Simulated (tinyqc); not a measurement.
Transmission against energy, and which matching rule a chain obeys: heterojunction of two tight-binding chains.

Left chain: hopping -t1, sites at 2 t1 (band bottom 0). Right chain: hopping -t2, sites at dE + 2 t2 (bottom dE). t = c/(m a^2), c = hbar^2/2m0. The bond across the interface is -tc with tc = f sqrt(t1 t2), and the last left site has the extra energy U. In a chain E = bottom + 2t (1 - cos(ka)); the surface Green function of a half chain is g = -exp(ika)/t, with Im k > 0 where cos(ka) > 1.

Constants: hbar^2/2m0 = 3.80998211 eV angstrom^2.

Inputs chosen for the exercise (masses and offset of the size met at InAs / GaSb; the results hold for these values, not for the real material): a = 3 angstrom (site spacing); m1 = 0.028 m0 (mass on the left); m2 = 0.04 m0 (mass on the right); dE = 0.76 eV (band offset); f = 0.9 (factor on the interface hopping); U = 0.5 eV (extra energy on the last left site).

Chain A is the junction as given; chain B has tc = sqrt(t1 t2) and U = 0; chain C has tc = t2 and U = t2 - t1, the finite-difference form of -d/dx (c/m) d/dx. Continuum formulas T = 4 x y/(x + y)^2 with parabolic k: x, y = k/m on each side (BenDaniel-Duke) or x, y = k (slope continuous).

T:
```
E - dE (eV)  E (eV)  chain A  chain B  chain C  k/m matched  k matched
0.002         0.762   0.1057   0.2163   0.1567       0.1576     0.2175
0.005         0.765   0.1617   0.3197   0.2361       0.2374     0.3214
0.010         0.770   0.2205   0.4200   0.3162       0.3179     0.4220
0.020         0.780   0.2962   0.5371   0.4147       0.4167     0.5394
0.050         0.810   0.4235   0.7038   0.5676       0.5699     0.7062
0.100         0.860   0.5363   0.8208   0.6884       0.6908     0.8229
0.200         0.960   0.6535   0.9120   0.7977       0.7999     0.9135
0.400         1.160   0.7616   0.9685   0.8818       0.8836     0.9693
```

Chain C follows the k/m rule within 0.0024 and chain B the plain k rule within 0.0024, while the two rules differ by up to 0.1362: in B the self-energy of the right side is -t1 exp(i k2 a), so only k2 enters, and in C it is -t2 exp(i k2 a), which carries 1/m2. Chain A, with f = 0.9 and U = 0.5 eV, has an interface term of its own and lies up to 0.2844 from B and 0.1521 from C.

Program tinyqc; command `OMP_NUM_THREADS=1 python tinyqc.py 1480588 1480589 out.jsonl`; about 0.01 s on one thread of a shared Intel(R) Xeon(R) Processor @ 2.30GHz.
